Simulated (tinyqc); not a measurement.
Vertical double-diffused power MOSFET, components of the on-resistance: two steps of the calculation.

Stripe cells of pitch Wp + a, two channels a cell. Current flows through the channels, spreads in the accumulation layer, passes the gap between the p bodies and spreads at 45 degrees into the drift layer below them. Low drain voltage, full ionisation.

Inputs (values chosen for the exercise); bulk values close to those of 4H silicon carbide:
```
symbol,value,unit,meaning
T,400,K,temperature
eps_r,9.96,,relative permittivity
Kc,23700,V/cm per (cm^-3)^(1/8),critical-field constant
BV,3300,V,rated breakdown voltage of the drift layer
mud,812,cm^2/(V s),drift mobility at 300 K
bt,2.1,,temperature exponent of the drift mobility
tox,36,nm,gate oxide thickness (eps_r 3.9)
Vov,4,V,gate overdrive
mch,25,cm^2/(V s),channel mobility
mac,61,cm^2/(V s),accumulation-layer mobility
Lc,0.6,um,channel length
Wp,2.2,um,"width of the p body in one cell, channels included"
a,1.9,um,gap between neighbouring p bodies
xp,1.2,um,depth of the p body
Nj,2,,doping of the gap over the drift doping
Vbi,2.8,V,built-in voltage of the body junction
Rs,0.25,mohm cm^2,substrate and contact resistance
```

Constants: q = 1.602176634e-19 C, eps0 = 8.8541878128e-14 F/cm where lengths are in cm. Results are converted to the units shown.

Problem 1. Drift layer. Triangular field at breakdown with Ec = Kc N^(1/8): BV = eps0 eps_r Ec^2/(2 q N), so N = (eps0 eps_r Kc^2/(2 q BV))^(4/3); W = 2 BV/Ec; mu = mud (T/300 K)^(-bt); rho = 1/(q mu N); ideal resistance rho W.

Give: N; Ec; W; mu; rho; ideal resistance.

Solution 1.

N = 3.6380e15 cm^-3
Ec = 2.0886 MV/cm
W = 31.600 um
mu = 443.80 cm^2/(V s)
rho = 3.8658 ohm cm
ideal resistance = 12.216 mohm cm^2

Problem 2. Components of the on-resistance. Pitch p = Wp + a, Cox = 3.9 eps0/tox; zero-bias depletion in the gap w0 = sqrt(2 eps0 eps_r Vbi/(q N Nj)), open gap g = a - 2 w0; R_ch = Lc p/(2 mch Cox Vov); R_acc = 0.6 a p/(4 mac Cox Vov), 0.6 being an empirical factor for current leaving the layer along its length; R_gap = (rho/Nj) xp p/g; spreading depth t = min(W, (p - g)/2); R_drift = (rho p/2) ln((g + 2 t)/g) + rho (W - t); R_on = the sum with Rs.

N = 3.6380381e15 cm^-3
W = 31.600007 um
mu = 443.79733 cm^2/(V s)
rho = 3.8657849 ohm cm

Find: w0; g; components; R_on; shares.

Solution 2.

w0 = 0.6509 um
g = 0.5983 um
components (mohm cm^2): channel 1.282, accumulation 0.4993, gap 1.590, drift 13.06, substrate 0.2500
R_on = 16.69 mohm cm^2
shares (%): channel 7.69, accumulation 2.99, gap 9.53, drift 78.30, substrate 1.50

The drift term is the largest. R_on is 1.37 times the ideal drift resistance, and spreading raises the drift term to 1.07 times it.

tinyqc, about 0.01 s, one thread, Intel Xeon 2.30GHz (shared host): `OMP_NUM_THREADS=1 python tinyqc.py 2230029 2230030 out.jsonl`
